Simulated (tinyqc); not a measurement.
What moves the results: eight-band Kane k.p model. A value that a table varies takes the place of the one given here.

Eight-band Kane model, basis S, X, Y, Z times spin, zero of energy at the top of the unstrained valence band, c = hbar^2/2m0. Within each spin: H_SS = Eg + A c k^2, H_SX = i P kx (likewise Y, Z), H_XX = -Dso/3 + L kx^2 + M (ky^2 + kz^2), H_XY = N kx ky, and cyclic. Spin-orbit term (Dso/3) L.sigma on X, Y, Z with (L_k)_ij = -i epsilon_kij: <X+|H|Y+> = -i Dso/3, <X+|H|Z-> = Dso/3, <Y+|H|Z-> = -i Dso/3, <Z+|H|X-> = -Dso/3, <Z+|H|Y-> = i Dso/3, <X-|H|Y-> = i Dso/3, and their conjugates; + and - are the spin along z. Terms from inversion asymmetry are left out, so every level is twofold.

P = sqrt(Ep c); A = 1/me - Ep (Eg + 2 Dso/3)/(Eg (Eg + Dso)) keeps the electron mass; g1' = g1 - Ep/(3 Eg), g2' = g2 - Ep/(6 Eg), g3' = g3 - Ep/(6 Eg) remove the coupling to S that the Luttinger values already hold; L = -c (g1' + 4 g2'), M = -c (g1' - 2 g2'), N = -6 c g3'.

Constants: hbar^2/2m0 = 3.80998211 eV angstrom^2.

Inputs chosen for the exercise (near those of InAs; not measured data):
- Eg = 0.425 eV (gap at Gamma to the s-like level)
- Dso = 0.412 eV (spin-orbit splitting)
- Ep = 22.3 eV (Kane energy)
- me = 0.0262 m0 (electron mass at Gamma)
- g1 = 20.11 (Luttinger gamma1)
- g2 = 8.41 (gamma2)
- g3 = 9.15 (gamma3)
- kmax = 0.08 1/angstrom (end of the path)

## Non-parabolicity of the conduction band

Unstrained, along [110], six points up to kmax. Parabolic: E = c k^2/me. Two-band form: E (1 + alpha E) = c k^2/me with alpha = (1 - me)^2/Eg. The column alpha(k) solves that form for alpha with the eight-band energy. Energies from the conduction edge.

Energies:
```
|k| (1/angstrom),parabolic (eV),two-band (eV),eight-band (eV),alpha(k) (1/eV),parabolic / eight-band
0.0133,0.0259,0.0245,0.0243,2.682,1.065
0.0267,0.1034,0.0867,0.0839,2.761,1.232
0.0400,0.2327,0.1690,0.1595,2.875,1.459
0.0533,0.4136,0.2613,0.2400,3.015,1.724
0.0667,0.6463,0.3589,0.3203,3.178,2.018
0.0800,0.9307,0.4595,0.3980,3.362,2.338
```

alpha = 2.231 1/eV

At the last point the parabola lies a factor 2.34 above the eight-band value, and the two-band form 61.5 meV above it. Even the first point is more than 5 % off the parabola. alpha(k) goes from 2.682 to 3.362 1/eV, a spread of 25.4 % over this range; the simple rule gives 2.231, 17 % below the first value, as it knows neither Dso nor the remote terms.

## Four, six or eight bands for the holes

Unstrained, along [100]. Six bands: the X, Y, Z block alone with the full g1, g2, g3 in L, M, N. Four bands: the same with Dso sent to infinity. HH, LH and SO name the pairs from the top.

Valence levels (eV):
```
|k| (1/angstrom),HH 4,HH 6,HH 8,LH 4,LH 6,LH 8,SO 6,SO 8
0.0133,-0.0022,-0.0022,-0.0022,-0.0250,-0.0244,-0.0234,-0.4263,-0.4199
0.0267,-0.0089,-0.0089,-0.0089,-0.1001,-0.0891,-0.0795,-0.4775,-0.4451
0.0400,-0.0201,-0.0201,-0.0201,-0.2251,-0.1678,-0.1457,-0.5919,-0.4913
0.0533,-0.0357,-0.0357,-0.0357,-0.4002,-0.2329,-0.2075,-0.7973,-0.5621
0.0667,-0.0557,-0.0557,-0.0557,-0.6253,-0.2812,-0.2605,-1.0967,-0.6574
0.0800,-0.0802,-0.0802,-0.0802,-0.9005,-0.3214,-0.3065,-1.4815,-0.7725
```

At |k| = 0.0800 the heavy holes of the three models span 0.0 meV and the light holes 594.0 meV. The split-off band moves the light hole by +579.1 meV and treating the conduction band exactly moves it by +14.9 meV more; the split-off band matters more here, where the four-band light-hole energy is 2.19 times Dso and 2.12 times Eg. The four-band light hole has even passed below -Dso = -0.412 eV, where that model has no meaning.

## What each parameter does

Unstrained; levels at |k| = kmax along [110], all derived values formed anew. Each row changes one parameter from the base and keeps the others.

Results:
```
case,conduction (eV),heavy hole (eV),light hole (eV),split-off (eV)
base,0.8230,-0.0503,-0.2881,-0.8020
Eg = 0.3825 eV,0.7884,-0.0504,-0.2947,-0.7675
Dso = 0.4532 eV,0.8270,-0.0505,-0.3038,-0.8212
Ep = 24.53 eV,0.8412,-0.0504,-0.2953,-0.7920
me = 0.0288 m0,0.7697,-0.0504,-0.2940,-0.8268
g1 = 22.121,0.8061,-0.0993,-0.3337,-0.8376
g2 = 9.251,0.8161,-0.0428,-0.2771,-0.8136
g3 = 8.235,0.8463,-0.0865,-0.3115,-0.7659
```

The largest shifts from the base row, up to three for each result and ties (the steps differ in size, so this ranks the rows, not the parameters). conduction (eV): me -0.0533, Eg -0.0346, g3 +0.0233. heavy hole (eV): g1 -0.0490, g3 -0.0362, g2 +0.0075. light hole (eV): g1 -0.0456, g3 -0.0233, Dso -0.0157. split-off (eV): g3 +0.0362, g1 -0.0356, Eg +0.0346.

(tinyqc, `OMP_NUM_THREADS=1 python tinyqc.py 1080499 1080500 out.jsonl`, Intel(R) Xeon(R) Processor @ 2.30GHz, 1 thread, shared host, about 0.02 s.)
